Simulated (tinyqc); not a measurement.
## A finite superlattice with mass mismatch, transfer matrices: transmission against energy

One electron of energy E comes from the left lead (band edge 0); no transverse momentum. Parabolic bands, masses in units of m0, C = hbar^2/(2 m0); psi and psi'/m are continuous at every interface. N periods of a barrier d1 followed by a well Lw; the right lead equals the left one.

For the pair (psi, psi'/m) a flat layer has M = [[cos kd, (m/k) sin kd], [-(k/m) sin kd, cos kd]] with k = sqrt(m (E - U)/C) above its edge U, and M = [[cosh Kd, (m/K) sinh Kd], [(K/m) sinh Kd, cosh Kd]] with K = sqrt(m (U - E)/C) below it. The matrices are multiplied with later layers to the left. With M acting on (psi, psi'/m) and v = k/m in each lead, T(E) = 4 vL vR/[(vL vR M12 - M21)^2 + (vR M11 + vL M22)^2]. The last column is exp(-2 sum K d) over the layers with U > E.

Inputs (values chosen for the exercise); masses and offsets close to those of InGaAs wells and InAlAs barriers: mass in the left lead mL = 0.041 m0; barrier height U1 = 0.51 eV; barrier mass m1 = 0.073 m0; barrier width d1 = 0.7 nm; well width (edge 0, mass mL) Lw = 6.7 nm; number of periods N = 7.

Constants: q = 1.602176634e-19 C, hbar = 1.054571817e-34 J s, m0 = 9.1093837015e-31 kg, hbar^2/(2 m0) = 0.0380998212 eV nm^2. Results are converted to the units shown.

Transmission against energy:
```
E (eV)      T(E)  exp(-2 sum K d)
0.041     0.1075         9.235e-5
0.121     0.4933         2.116e-4
0.2     0.002062         5.246e-4
0.28      0.7286         0.001495
0.36      0.9420         0.005228
0.44      0.9524          0.02763
0.519     0.7287            1.000
0.599    0.06299            1.000
0.679   0.009351            1.000
0.759    0.07662            1.000
0.838     0.6625            1.000
0.918     0.8317            1.000
```

T(E) runs from 0.107 at 0.041 eV to 0.832 at 0.918 eV; among the rows its largest value is 0.952 at 0.44 eV. In every row a layer is thinner than 0.8 nm, a few atomic planes, where an effective mass is a rough description.

Range of the model: Masses are held fixed, although real bands cease to be parabolic a few tenths of an eV from their edges (inside a barrier too).

Program tinyqc, `OMP_NUM_THREADS=1 python tinyqc.py 2560017 2560018 out.jsonl`; Intel Xeon 2.30GHz, shared host, one thread, about 0.01 s.
